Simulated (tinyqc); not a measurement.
Global model of a low-pressure process discharge: electron temperature, density, ion flux and ion energy: one step, computed by the program tinyqc.

Maxwellian electrons with temperature T_e in eV, one positive ion, no negative ions, uniform bulk density n; rate constants have the Arrhenius form.

Question. Geometry factors. n_g = p/(k_B T_g); lambda_i = 1/(n_g sigma); h_L = 0.86/sqrt(3 + L/(2 lambda_i)), h_R = 0.8/sqrt(4 + R/lambda_i); A_eff = 2 pi R^2 h_L + 2 pi R L h_R; d_eff = pi R^2 L/A_eff.

Inputs (values chosen for the exercise, of the order of those of an inductive discharge in a simple atomic gas):

| quantity | value | unit |
|---|---|---|
| ion-neutral cross section | 6.5e-19 | m^2 |
| pressure p | 1.6 | Pa |
| gas temperature T_g | 300 | K |
| radius R | 20 | cm |
| height L | 5.7 | cm |

Constants: k_B = 1.380649e-23 J/K.

Give: gas density n_g; ion mean free path; h_L; h_R; A_eff; d_eff.

Answer.

gas density n_g = 3.863e+20 1/m^3

ion mean free path = 0.3983 cm

h_L = 0.2699

h_R = 0.1086

A_eff = 756.1 cm^2

d_eff = 9.474 cm
